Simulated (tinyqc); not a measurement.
Junctionless gate-all-around wire, depletion approximation: one step of the calculation.

A uniformly doped n-type wire of radius R under a surrounding gate; long channel. Below flat band a shell from radius rc to R is fully depleted and the neutral core, at channel potential V (0 at the source, Vd at the drain), carries the current with constant mobility; s = (rc/R)^2 is the share of the cross-section that conducts. The edge of the depleted shell is taken as abrupt, so there is no subthreshold current.

Question. Core radius, conductance and current. s solves Vfb - Vg + V = A (1 - s + s ln s) + B (1 - s), and s = 0 where the left side exceeds A + B. I = (q mu Nd pi R^2/L)[g(s0) - g(sL)], g = A (s^2/4 - (s^2/2) ln s) + B s^2/2, with s0 at V = 0 and sL at V = Vd. rc = R sqrt(s0); the small-signal conductance at Vd = 0 is q mu Nd pi R^2 s0/L.

Values chosen for this exercise; material values close to those of gallium nitride:

| symbol | value | unit | meaning |
|---|---|---|---|
| R | 10 | nm | wire radius |
| Nd | 9.4e18 | cm^-3 | donor density |
| mu | 31 | cm^2/(V s) | effective mobility in the wire |
| L | 0.05 | um | gate length |
| Vd | 0.5 | V | drain voltage |

Constants: q = 1.602176634e-19 C. Results are converted to the units shown.

s0 = 0.53745756
sL = 0.051981754
A = 0.44808800 V
B = 0.41568485 V

Find: rc at the source; conductance; I.

Answer.

rc at the source = 7.331 nm
conductance = 15.77 uS
I = 3.811 uA

Numbers from tinyqc (`OMP_NUM_THREADS=1 python tinyqc.py 2460078 2460079 out.jsonl`; about 0.01 s on one thread of a shared Intel Xeon 2.30GHz).
